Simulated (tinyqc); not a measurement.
# Landau coefficient from the swing

Question. Below threshold and near Q = 0, a ferroelectric film of thickness tf changes the swing n Vt ln 10 by the factor 1 + 2 al tf Cp, and al = -3 sqrt(3) Ec/(4 Pr) (1 nm times 1 kV/cm is 1e-4 V). Find n, al and Pr.

Values chosen for this exercise:
```
symbol  value     unit                            meaning
T         250        K                        temperature
Ec        600    kV/cm                     coercive field
Cp       0.89  uF/cm^2  overlap capacitance per gate area
```

Constants: q = 1.602176634e-19 C, kB = 1.380649e-23 J/K, Vt = kB T/q. Results are converted to the units shown.

swing without the film and with tf = 5.6 nm (mV/decade): [63.494858, 58.561760]

Answer. The first swing gives n, the ratio of the two gives al, and Ec then gives Pr.

n = 1.280
al = -77.94 kV cm/uC
Pr = 10.00 uC/cm^2

Computed by the program tinyqc: `OMP_NUM_THREADS=1 python tinyqc.py 2860149 2860150 out.jsonl`, one thread of a shared Intel Xeon 2.30GHz, about 0.03 s for the whole run.
